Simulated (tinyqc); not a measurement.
From Si-Si peak back to degree of relaxation R: composition and strain of an epitaxial Si(1-x)Ge(x) layer from Raman and X-ray peaks. Computed by tinyqc, a small Python program. Command: `OMP_NUM_THREADS=1 python tinyqc.py 3004398 3004399 out.jsonl epiraman inv`. One thread of a shared host (Intel(R) Xeon(R) Processor @ 2.30GHz), about 0.01 s of CPU time with the checks.

A (001) layer, biaxially strained in the plane. The Raman peaks follow empirical lines omega = w0 + c1 x + c3 x^3 + b eps (c3 for Si-Ge alone), with eps the in-plane strain.

Inputs (values chosen for the exercise, modelled on silicon-germanium):
```
quantity,value,unit
Ge fraction x,0.49,-
lattice constant of Si,5.431,angstrom
lattice constant of Ge,5.658,angstrom
bowing B,0.029,angstrom
2 C12/C11 of Si,0.767,-
2 C12/C11 of Ge,0.752,-
Si-Si: w0,520.3,1/cm
Si-Si: c1,-66.6,1/cm
Si-Si: strain coefficient b,-682,1/cm
Si-Ge: w0,399.9,1/cm
Si-Ge: c1,24.8,1/cm
Si-Ge: c3,-31.9,1/cm
Si-Ge: strain coefficient b,-558,1/cm
Ge-Ge: w0,280.5,1/cm
Ge-Ge: c1,18.5,1/cm
Ge-Ge: strain coefficient b,-449,1/cm
```

Substrate: silicon.

Method:
- Relaxed lattice constant a(x) = a_Si + (a_Ge - a_Si) x - B x (1 - x).
- In-plane constant a_par = a_sub + R (a(x) - a_sub); eps = a_par/a(x) - 1; eps_perp = -(2 C12/C11) eps with 2 C12/C11 linear in x; a_perp = a(x) (1 + eps_perp).
- Insert x and eps in the three lines; the strain part is b eps.

Task: A run gave the result below. Find the degree of relaxation R, known to lie between 0.79 and 0.99.

Si-Si peak = 488.0517 1/cm

Result:

Each step takes the trial c = (a f_b - b f_a)/(f_b - f_a), f being the result less the target and a, b, c the logarithms of the listed values; c replaces end b, the old b replaces a if the sign of f changed, and otherwise f_a is halved.

Scan of the range:
```
degree of relaxation R,Si-Si peak (1/cm)
0.790,490.357
0.820,489.972
0.852,489.562
0.884,489.152
0.918,488.717
0.953,488.268
0.990,487.794
```

False position (Illinois rule, in the logarithm of the input) inside the bracket:
```
step,end a,end b,trial,Si-Si peak (1/cm)
1,0.953000,0.990000,0.969722,488.054
2,0.990000,0.969722,0.969895,488.052
3,0.990000,0.969895,0.969898,488.052
4,0.969895,0.969898,0.969896,488.052
```

Si-Si peak falls at every point of a 13-point scan of the range (every second point is shown), so one value fits; it is bracketed by 0.953 and 0.990. The scan shows a straight line, so linear interpolation between any two rows gives the answer at once. Answer: degree of relaxation R = 0.9699.
